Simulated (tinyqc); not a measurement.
Zigzag graphene nanoribbon in tight binding: sweeps and comparisons. A value that a table varies takes the place of the one given here.

A zigzag ribbon of N chains, sites A1, B1, A2, ..., BN across it. For each k it is a chain with bonds -2t cos(k/2) (A_n to B_n) and -t (B_n to A_(n+1)), and +D, -D on A and B. A1 and BN are the edge sites; the Dirac points project to k = 2 pi/3.

Inputs chosen for the exercise (near those used for graphene; the results hold for these values, not for the real material): t = 2.88 eV (hopping); D = 0 eV (sublattice potential, +D on A and -D on B); Nw = 12 (chains, N of this table); k = 2.5 (k times the period sqrt3 acc); N = 3 (zigzag chains).

## The flat edge band

A ribbon of N = Nw chains: lowest positive level, next level, and weight on the two edge sites per state of the middle pair, along k.

Along k:

| k/pi | 2 cos(k/2) | lowest level (eV) | next (eV) | edge weight |
|---|---|---|---|---|
| 0.50 | 1.4142 | 1.38821 | 1.8871 | 0.050 |
| 0.60 | 1.1756 | 0.76315 | 1.3592 | 0.086 |
| 0.65 | 1.0450 | 0.45603 | 1.1367 | 0.133 |
| 0.70 | 0.9080 | 0.19789 | 1.0074 | 0.237 |
| 0.75 | 0.7654 | 0.04855 | 1.0534 | 0.419 |
| 0.80 | 0.6180 | 0.00553 | 1.2874 | 0.618 |
| 0.85 | 0.4669 | 0.00024 | 1.6313 | 0.782 |
| 0.90 | 0.3129 | 0.00000 | 2.0265 | 0.902 |
| 0.95 | 0.1569 | 0.00000 | 2.4468 | 0.975 |
| 1.00 | 0.0000 | 0.00000 | 2.8800 | 1.000 |

Beyond k = 2 pi/3 the lowest level sinks towards zero: it is within 1 meV of that from k/pi = 0.85 on. The edge weight grows from 0.24 at 0.70 to 1 at pi, where the chain breaks into dimers and the next level is sqrt(t^2 + D^2) = 2.8800 eV. So flat a band is sensitive to interactions, which this model leaves out; they matter once they exceed the splitting of the middle pair (2D, or for D = 0 only the small overlap of the two edges).

## Lowest level against width

D = 0; lowest positive level at the given k, and the estimate t x^N (1 - x^2), x = 2 cos(k/2) (a dash if x >= 1).

Level (eV):

| N | matrix | estimate |
|---|---|---|
| 2 | 0.8778 | 0.6899 |
| 3 | 0.4894 | 0.4351 |
| 4 | 0.2906 | 0.2744 |
| 5 | 0.1779 | 0.1730 |
| 6 | 0.1106 | 0.1091 |
| 8 | 0.04352 | 0.04340 |
| 10 | 0.01727 | 0.01726 |
| 14 | 0.002730 | 0.002730 |

With x = 0.6306 < 1 the level falls exponentially: from N = 10 to 14 by a factor 0.158, against x^4 = 0.158.

## What each parameter does

The two lowest positive levels at k and the weight on the two edge sites per state of the middle pair. Each row changes one parameter from the base and keeps the others.

Results:

| case | lowest (eV) | next (eV) | edge weight |
|---|---|---|---|
| base | 0.4894 | 2.8978 | 0.7069 |
| t = 3.024 eV | 0.5139 | 3.0427 | 0.7069 |
| N = 4 | 0.2906 | 2.3570 | 0.6548 |
| D = 0.1 eV | 0.4995 | 2.8996 | 0.7069 |
| k = 2.4 | 0.6686 | 3.0460 | 0.6555 |

The largest shifts from the base row, up to three for each result and ties (the steps differ in size, so this ranks the rows, not the parameters). lowest (eV): N -0.1988, k +0.1792, t +0.0245. next (eV): N -0.5409, k +0.1482, t +0.1449. edge weight: N -0.0521, k -0.0514; unchanged at the printed digits by t and D.

Program tinyqc; command `OMP_NUM_THREADS=1 python tinyqc.py 1480801 1480802 out.jsonl`; about 0.01 s on one thread of a shared Intel(R) Xeon(R) Processor @ 2.30GHz.
